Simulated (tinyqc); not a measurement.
Doping from the body effect.

Problem. The threshold of a long MOSFET, counted against the source, shifts by gamma (sqrt(2 phiF + Vsb) - sqrt(2 phiF)) with gamma = sqrt(2 eps0 eps_r q N)/Cox. Find 2 phiF, gamma and N from two shifts.

Values chosen for this exercise:
- eps_r = 11.6 (relative permittivity)

Constants: q = 1.602176634e-19 C, eps0 = 8.8541878128e-14 F/cm where lengths are in cm. Results are converted to the units shown.

|VT - VT(0)| at source-body biases 1 and 2.7 V (V): 0.23275581  0.51102725
Cox = 0.41847688 uF/cm^2

Solution. The ratio of the shifts depends on 2 phiF alone and rises steadily with it, so it fixes 2 phiF; either shift then gives gamma, and gamma gives N.

2 phiF = 0.8489 V
gamma = 0.5309 V^0.5
N = 1.500e17 cm^-3

tinyqc, about 0.01 s, one thread, Intel Xeon 2.30GHz (shared host): `OMP_NUM_THREADS=1 python tinyqc.py 2060004 2060005 out.jsonl`
